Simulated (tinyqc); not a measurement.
Raising D: domain walls in a thin film with perpendicular anisotropy: Bloch, Neel and chiral walls, motion and stripe domains. Computed by tinyqc, a small Python program. Command: `OMP_NUM_THREADS=1 python tinyqc.py 3017264 3017265 out.jsonl mwall walk`. One thread of a shared host (Intel(R) Xeon(R) Processor @ 2.30GHz), about 0.01 s of CPU time with the checks.

One-dimensional wall: polar angle theta(x), azimuth phi of the moment in the wall (phi = 0 Neel, 90 degrees Bloch). mu_0 = 1.25663706212e-6 T m/A, gamma = 1.76085963023e11 rad/(s T).

Inputs (values chosen for the exercise, for a model film):
```
quantity                      value    unit
saturation magnetisation M_s    672    kA/m
exchange stiffness A             22    pJ/m
uniaxial anisotropy K_u         462  kJ/m^3
DMI constant D                 0.17  mJ/m^2
thickness t                     1.6      nm
```

Method. K_eff = K_u - mu_0 M_s^2/2; Delta = sqrt(A/K_eff); sigma_0 = 4 sqrt(A K_eff); profile theta = 2 arctan exp(x/Delta); quality factor Q = 2 K_u/(mu_0 M_s^2). sigma(phi) = sigma_0 + 2 Delta K_D cos^2(phi) - pi D cos(phi), with the wall shape anisotropy K_D = N_x mu_0 M_s^2/2, N_x = t ln 2/(pi Delta). The minimum has cos(phi) = D/D_N for D < D_N = 4 Delta K_D/pi and phi = 0 beyond; sigma turns negative at D_c = (sigma_0 + 2 Delta K_D)/pi.

D_N = 0.127533 mJ/m^2

D_c = 2.58522 mJ/m^2

width parameter Delta = 11.1092 nm

sigma_0 = 7.92136 mJ/m^2

Wall against D; the last column is the Kaplan-Gehring width, log10[0.955 t exp(pi sigma/(mu_0 M_s^2 t))/nm], with a dash where it falls below 10 Delta and the formula fails:
```
D (mJ/m^2)  phi (degrees)  sigma (mJ/m^2)  sigma/sigma_0  log10 domain width
0.026              78.237          7.9130        0.99895              12.075
0.064              59.879          7.8709        0.99363              12.012
0.100              38.362          7.7982        0.98445              11.902
0.520               0.000          6.4881        0.81906               9.934
1.000               0.000          4.9801        0.62869               7.668
1.600               0.000          3.0951        0.39073               4.835
2.100               0.000          1.5243        0.19244               2.475
2.300               0.000          0.8960        0.11312                   -
```

D_N is 5 % of D_c, so a small D fixes the chirality long before it lowers the energy much. Beyond D_N sigma falls by pi per unit of D, and the domain width, which has sigma in an exponent, drops by 9.6 decades over the valid rows (values above 6 mean a single domain in any device).

Extremes, crossings and ranges named in words are read from the listed rows.
